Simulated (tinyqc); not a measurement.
Stretching all distances: RHF, UHF, MP2, CISD and CCSD against full CI in the sto-6g basis, for H6, spin multiplicity 1. Computed by the program tinyqc with PySCF. All coordinates are multiplied by the scale. c0^2 is the weight of the RHF determinant in the lowest singlet FCI state (UHF is spin-contaminated and may lie near states of higher spin) and n(LUMO) the first natural occupation beyond the occupied space.

Geometry (angstrom):
```
atom       x       y       z
H     0.0000  0.0000  0.0000
H     0.0000  0.0000  0.7140
H     0.0000  0.0000  1.7180
H     0.0000  0.0000  2.4320
H     0.0000  0.0000  3.4360
H     0.0000  0.0000  4.1500
```

Full CI energy (hartree) and errors against it (kcal/mol):
```
scale   distance 1-2 (angstrom)     E(FCI)       RHF      UHF       MP2     CISD    CCSD  <S^2> UHF    c0^2  n(LUMO)
0.9300                   0.6640  -3.273537   32.4804  32.4804    9.5572   0.4965  0.0556     0.0000  0.9738   0.0301
1.1800                   0.8425  -3.360462   46.6929  46.6929   16.3584   1.4301  0.1033     0.0000  0.9494   0.0519
1.4200                   1.0139  -3.297657   66.1600  66.1600   26.2339   3.6259  0.1913     0.0000  0.9094   0.0850
1.6600                   1.1852  -3.194697   92.8445  88.4603   40.2883   8.3335  0.3143     0.5523  0.8463   0.1355
1.9100                   1.3637  -3.087615  129.2939  85.8964   59.7761  17.6311  0.4357     1.5512  0.7528   0.2104
2.1500                   1.5351  -3.001911  172.2701  67.7721   82.3790  32.0950  0.4805     2.1655  0.6426   0.3032
2.4000                   1.7136  -2.935685  223.2683  46.4105  107.5805  52.9707  0.4099     2.5431  0.5228   0.4140
```

What does the comparison show, and why?

UHF parts from RHF first at scale 1.66 of those listed, where <S^2> leaves zero. The weight c0^2 goes from 0.97 to 0.52 and n(LUMO) from 0.03 to 0.41: static correlation grows as the bonds break into open-shell fragments. The spread of the error along the curve, which distorts its shape, is CCSD 0.4, CISD 52.5, UHF 56.0, MP2 98.0, RHF 190.8 kcal/mol.
